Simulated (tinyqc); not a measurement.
Tunnelling through a two-layer gate stack, WKB transmission and Tsu-Esaki current: two steps of the calculation.

Electrons leave the emitter at x = 0. Energies E (motion across the layers) are in eV from the emitter Fermi level; the collector Fermi level lies at -V and offers states at every E. No charge in the dielectric and no image force: F1 = V/(t1 + t2 eps1/eps2), F2 = F1 eps1/eps2; U = phi1 - F1 x in layer 1 and phi2 - F1 t1 - F2 (x - t1) in layer 2. With C = hbar^2/(2 m0), kappa = sqrt(m (U - E)/C) where U > E and 0 elsewhere; T(E) = exp(-S), S = 2 times the integral of kappa over x.

Parameters, values chosen for the exercise; layer 1 close to silicon dioxide, layer 2 close to hafnium oxide: barrier of layer 1 above the emitter Fermi level at zero bias phi1 = 3.22 eV; tunnelling mass of layer 1 m1 = 0.48 m0; thickness of layer 1 t1 = 0.8 nm; relative permittivity of layer 1 eps1 = 3.95; barrier of layer 2 at zero bias phi2 = 1.57 eV; tunnelling mass of layer 2 m2 = 0.21 m0; thickness of layer 2 t2 = 1.7 nm; relative permittivity of layer 2 eps2 = 22.2; voltage across the dielectric V = 1.1 V; energy of the electron followed E = -0.21 eV; cells in each layer nc = 5.

Constants: q = 1.602176634e-19 C, hbar = 1.054571817e-34 J s, m0 = 9.1093837015e-31 kg, hbar^2/(2 m0) = 0.0380998212 eV nm^2. Results are converted to the units shown.

Problem 1. WKB exponent by the midpoint rule. Cut each layer into nc equal cells, take U and kappa at the cell centres, and sum S = 2 sum kappa h.

Give: x; U; kappa; S; T(E).

Solution 1.

```
cell  x (nm)  U (eV)  kappa (1/nm)
0     0.0800  3.1402        6.4967
1     0.2400  2.9805        6.3400
2     0.4000  2.8209        6.1794
3     0.5600  2.6613        6.0144
4     0.7200  2.5016        5.8449
5     0.9700  0.7416        2.2902
6     1.3100  0.6813        2.2164
7     1.6500  0.6209        2.1400
8     1.9900  0.5605        2.0608
9     2.3300  0.5002        1.9785
```

S = 17.147
T(E) = 3.5753e-8

Problem 2. WKB exponent in closed form. Each layer adds (2/F) sqrt(m/C) [G(u at its left edge) - G(u at its right edge)] to S, with u = U - E (0 where negative) and G(u) = (2/3) u^1.5. The slope follows from 1/d = -dS/dE.

Find: S; T(E); energy d over which T(E) grows by a factor e.

Solution 2.

S = 17.15
T(E) = 3.578e-8
energy d over which T(E) grows by a factor e = 0.1658 eV

The midpoint rule gives S = 17.147, so its T(E) is 0.070 % below this value. The band edge stays above E through the whole stack: direct tunnelling through a trapezoid.

Computed by the program tinyqc: `OMP_NUM_THREADS=1 python tinyqc.py 2540115 2540116 out.jsonl`, one thread of a shared Intel Xeon 2.30GHz, about 0.06 s for the whole run.
